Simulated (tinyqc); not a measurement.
Inside a calculation. Method: RKS/BP86 in the 3-21g basis, for H2, spin multiplicity 1. One step of it, computed by the program tinyqc.

Question. Iteration 1: building the Kohn-Sham matrix. J_ij = sum D_kl (ij|kl); F = H + J + V_xc; E = tr D H + tr D J / 2 + E_xc + E_nn.

D at the start, lower triangle:
```
          1H 1s     1H 2s     2H 1s     2H 2s
1H 1s  0.156657
1H 2s  0.217022  0.300649
2H 1s  0.156657  0.217022  0.156657
2H 2s  0.217022  0.300649  0.217022  0.300649
```

core Hamiltonian H = T + V (hartree), lower triangle:
```
           1H 1s      1H 2s      2H 1s      2H 2s
1H 1s  -0.548957
1H 2s  -0.733263  -0.776854
2H 1s  -0.127353  -0.322557  -0.548957
2H 2s  -0.322557  -0.507368  -0.733263  -0.776854
```

Two-electron integrals (ij|kl) in chemists' order, unique and non-zero (hartree):
```
(11|11) 1.140145   (21|11) 0.611403   (21|21) 0.345152   (22|11) 0.626370
(22|21) 0.380329   (22|22) 0.482957   (31|11) 0.032429   (31|21) 0.019647
(31|22) 0.024321   (31|31) 0.002190   (32|11) 0.101125   (32|21) 0.064360
(32|22) 0.091253   (32|31) 0.008044   (32|32) 0.040925   (33|11) 0.377274
(33|21) 0.243195   (33|22) 0.363152   (33|31) 0.032429   (33|32) 0.200761
(33|33) 1.140145   (41|11) 0.200761   (41|21) 0.114682   (41|22) 0.128918
(41|31) 0.008044   (41|32) 0.026685   (41|33) 0.101125   (41|41) 0.040925
(42|11) 0.278375   (42|21) 0.172147   (42|22) 0.229139   (42|31) 0.015041
(42|32) 0.064662   (42|33) 0.278375   (42|41) 0.064662   (42|42) 0.133493
(43|11) 0.243195   (43|21) 0.156347   (43|22) 0.231387   (43|31) 0.019647
(43|32) 0.114682   (43|33) 0.611403   (43|41) 0.064360   (43|42) 0.172147
(43|43) 0.345152   (44|11) 0.363152   (44|21) 0.231387   (44|22) 0.336384
(44|31) 0.024321   (44|32) 0.128918   (44|33) 0.626370   (44|41) 0.091253
(44|42) 0.229139   (44|43) 0.380329   (44|44) 0.482957
```

nuclear repulsion = 0.37744452 hartree

V_xc (hartree), lower triangle:
```
           1H 1s      1H 2s      2H 1s      2H 2s
1H 1s  -0.512113
1H 2s  -0.276238  -0.294338
2H 1s  -0.019614  -0.095700  -0.512113
2H 2s  -0.095700  -0.168791  -0.276238  -0.294338
```

E_xc = sum of w rho eps_xc = -0.60313445 hartree

Give: Coulomb J; Kohn-Sham matrix F; total energy of this density.

Answer.

Coulomb J (hartree), lower triangle:
```
        1H 1s   1H 2s   2H 1s   2H 2s
1H 1s  1.2147
1H 2s  0.7228  0.9078
2H 1s  0.0586  0.2619  1.2147
2H 2s  0.2619  0.5156  0.7228  0.9078
```

Kohn-Sham matrix F (hartree), lower triangle:
```
         1H 1s    1H 2s    2H 1s    2H 2s
1H 1s   0.1537
1H 2s  -0.2867  -0.1634
2H 1s  -0.0884  -0.1563   0.1537
2H 2s  -0.1563  -0.1606  -0.2867  -0.1634
```

total energy of this density = -1.071486 hartree
